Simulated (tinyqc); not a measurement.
From results back to parameters: six-band Luttinger-Kohn model with strain. Three cases, with inputs chosen for the exercise.

Problem. A layer on a (001) face has exx = eyy = e_par and ezz = -2 (C12/C11) e_par. Its valence edges are E(HH) = -P - Q and E(LH), E(SO) = -P + (Q - Dso +/- sqrt(Dso^2 + 2 Dso Q + 9 Q^2))/2 with P = -av tr(e), Q = -(b/2)(exx + eyy - 2 ezz), counted from the unstrained top.

Find: ezz; P; Q; av; b.

Method. The three edges add up to -3 P - Dso, which gives P; E(HH) then gives Q; av = -P/tr(e) and b = -Q/(e_par - ezz).

Case 1.

Values chosen (near those of GaSb; not measured data): Dso = 0.78 eV (spin-orbit splitting); C11 = 83.5 GPa; C12 = 42.6 GPa; e_par = 0.0187 (in-plane strain of a (001) layer).

E(HH), E(LH), E(SO) (eV): -0.0575172  0.0997311  -0.7771485

Solution.

ezz = -0.019081
P = -0.01502 eV
Q = 0.07254 eV
av = 0.82 eV
b = -1.92 eV

Case 2.

Values chosen (near those of Si; not measured data): Dso = 0.044 eV (spin-orbit splitting); C11 = 163.7 GPa; C12 = 64.5 GPa; e_par = 0.0095 (in-plane strain of a (001) layer).

E(HH), E(LH), E(SO) (eV): -0.0075833  0.0872103  -0.0403826

Solution.

ezz = -0.007486
P = -0.02775 eV
Q = 0.03533 eV
av = 2.41 eV
b = -2.08 eV

Case 3.

Values chosen (near those of Si; not measured data): Dso = 0.044 eV (spin-orbit splitting); C11 = 170.5 GPa; C12 = 65.8 GPa; e_par = 0.0126 (in-plane strain of a (001) layer).

E(HH), E(LH), E(SO) (eV): -0.0068390  0.1192329  -0.0389408

Solution.

ezz = -0.009725
P = -0.03915 eV
Q = 0.04599 eV
av = 2.53 eV
b = -2.06 eV

Computed by tinyqc, one run a case: `OMP_NUM_THREADS=1 python tinyqc.py N N+1 out.jsonl` with N = 1051043, 1051045, 1051060; one thread of a shared Intel(R) Xeon(R) Processor @ 2.30GHz, about 0.07 s a run at most.
